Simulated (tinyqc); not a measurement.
Kinetic Monte Carlo and master equation for a particle on a ring of sites with traps and bias: one step, computed by the program tinyqc. Command: `OMP_NUM_THREADS=1 python tinyqc.py 3015468 3015469 out.jsonl kmc walk`. One thread of a shared host (Intel(R) Xeon(R) Processor @ 2.30GHz), about 0.1 s of CPU time with the checks.

8 sites on a ring, numbered 1 to 8. The saddle between i and i+1 lies at E0 + s b_i and site i at s eps_i; a force F tilts the landscape, with the saddle half-way.

Task: Steady state. Master equation dP/dt = W P, W_(i+1,i) = k right, W_(i-1,i) = k left, columns summing to zero. The steady state is its null vector; drift v = a sum P_i (k right - k left). D = a^2 lambda''(0)/2, where lambda(q) is the leading eigenvalue of W with right hops weighted by exp(q) and left hops by exp(-q). The slowest relaxation rate is minus the real part of the next eigenvalue of W. 1 angstrom = 1e-8 cm.

Inputs (values chosen for the exercise, for a model defect): temperature T = 570 K; site spacing a = 2.9 angstrom.

Disorder: random barriers.

Rates, shares of right hops and mean stays:
```
site  k right (1/s)  k left (1/s)  share right  mean stay (s)
1      8.598472e+05       2893261    0.2291027   2.664459e-07
2      8.408015e+06        334323    0.9617582   1.143859e-07
3      1.430422e+06       3269173    0.3043714   2.127843e-07
4      5.054178e+06        556171    0.9008669   1.782420e-07
5      4.852518e+06       1965147    0.7117566   1.466778e-07
6      2.021964e+06       1886738    0.5172981   2.558395e-07
7      1.009878e+07        786172    0.9277744   9.186995e-08
8      7.441203e+06       3926570    0.6545876   8.796798e-08
```

Constants: k_B = 8.617333262e-05 eV/K.

Give: occupations P_i; drift velocity v; diffusivity D; slowest relaxation rate.

Result:

occupations P_i: [0.26248, 0.08781, 0.16577, 0.07334, 0.08870, 0.12408, 0.06938, 0.12844]

drift velocity v = 0.045550 cm/s

diffusivity D = 1.8495e-09 cm^2/s

slowest relaxation rate = 1.2494e+06 1/s
